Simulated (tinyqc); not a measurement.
Inside a calculation: interface roughness in a thin film (subband fluctuation and scattering). Values are carried at full precision from step to step, so a last printed digit may differ when a step is redone from the rounded ones.

Square well of width t, barriers V0, c = hbar^2/2m0: E1 solves k t + 2 atan[(k/mz)/(kappa/mb)] = pi, k = sqrt(mz E/c), kappa = sqrt(mb (V0 - E)/c). One interface is rough, so the subband edge fluctuates by G dt with G = |dE1/dt| (central difference of 0.01 angstrom; 2 E1/t for hard walls).

Constants: hbar^2/2m0 = 3.80998211 eV angstrom^2; e^2/(4 pi eps0) = 14.39964547 eV angstrom; hbar = 6.58211957e-16 eV s.

Inputs chosen for the exercise (near those of a thin GaN channel; the results hold for these values, not for the real material):
```
symbol  value  unit         meaning
t       44     angstrom     film thickness
mz      0.2    m0           confinement mass
V0      1.81   eV           barrier
mb      0.34   m0           barrier mass
D       1.6    angstrom     rms height of the roughness
md      0.199  m0           mass in the plane
gv      1                   valleys
Lc      32     angstrom     correlation length
Ns      0.93   x 1e12/cm^2  sheet density
eps     9.1                 mean dielectric constant at the channel
Lg      120    angstrom     gate length
Wg      250    angstrom     gate width
```

## Sensitivity of the level to thickness

Give E1, G, the hard-wall values and the rms fluctuation G D.

E1 = 68.37 meV
G = |dE1/dt| = 2.6095 meV/angstrom

hard walls: E1 (meV) and G (meV/angstrom): 97.115  4.414

G D = 4.18 meV

Hard walls overstate G by a factor 1.69, and the scattering rate, which goes as G^2, by 2.86.

## The angular integrand

Gaussian roughness spectrum S(q) = pi D^2 Lc^2 exp(-q^2 Lc^2/4). Degenerate gas, taken to fill one subband (the second starts to fill once c kF^2/md exceeds E2 - E1, which is not tested here): kF = sqrt(2 pi Ns/gv), q = 2 kF sin(theta/2), 1/tau = (md/(2 pi c hbar)) G^2 times the integral from 0 to pi of S(q)(1 - cos theta)/eps(q)^2 dtheta, eps(q) = 1 + qs/q with screening (qs = gv md q0/(c eps), q0 = e^2/(4 pi eps0), form factors left out, which overstates the screening; other scattering is left out too, so these values lie far above measured mobilities in all but the thinnest films) or 1 without; mobility = tau c2/md with c2 = e/m0 = 1.75882e15 cm^2/(V s^2); 1e12/cm^2 = 1e-4/angstrom^2.

kF, qs, and exp(-q^2 Lc^2/4)(1 - cos theta) without and with the factor 1/eps^2 at theta = 30, 60, ..., 180 degrees.

kF = 0.02417 1/angstrom
qs = 0.0826 1/angstrom

Integrand:
```
theta,q (1/angstrom),bare,eps(q),screened
30,0.0125,0.129,7.61,0.00223
60,0.0242,0.431,4.42,0.0220
90,0.0342,0.741,3.42,0.0635
120,0.0419,0.958,2.97,0.108
150,0.0467,1.07,2.77,0.139
180,0.0483,1.10,2.71,0.150
```

kF Lc = 0.77: the roughness is short-ranged for these electrons, and back-scattering dominates.

## Scattering time and mobility

Integrate over theta.

Results:
```
case,integral,tau (fs),mobility (cm^2/(V s))
bare,2.029,695.8,6149
screened,0.2147,6576,5.812e+04
```

Screening raises the mobility by a factor 9.5. With it kF l = 224, so by this rate the carriers are far from localisation. Phonons, and the gate field that presses carriers to the wall, limit real channels far below this value.

## Threshold variation

Averaged over an area A = Lg Wg much larger than Lc^2, the thickness varies by D sqrt(pi Lc^2/A), so sigma(Vt) = G D Lc sqrt(pi/A)/e; the Pelgrom coefficient is sigma sqrt(A) (1 micrometre = 1e4 angstrom).

rms of the mean thickness = 0.524 angstrom
sigma(Vt) = 1.367 mV
coefficient = 0.0237 mV micrometre

The electrostatic effect of the thickness is left out. Lc is not small against the gate, so the averaging formula overstates the variation.

## Checks

- G from the envelope at the wall, psi(t/2)^2 (E1 + c mz (kappa/mb)^2), against the difference quotient, meV/angstrom: both 2.609.
- Bare integral for Lc -> 0 against pi: both 3.1416.

Computed by tinyqc, a small Python program: `OMP_NUM_THREADS=1 python tinyqc.py 1251292 1251293 out.jsonl` (the numbers bound the seed that draws the inputs); one thread of a shared host (Intel(R) Xeon(R) Processor @ 2.30GHz), about 0.01 s for the whole set of steps.
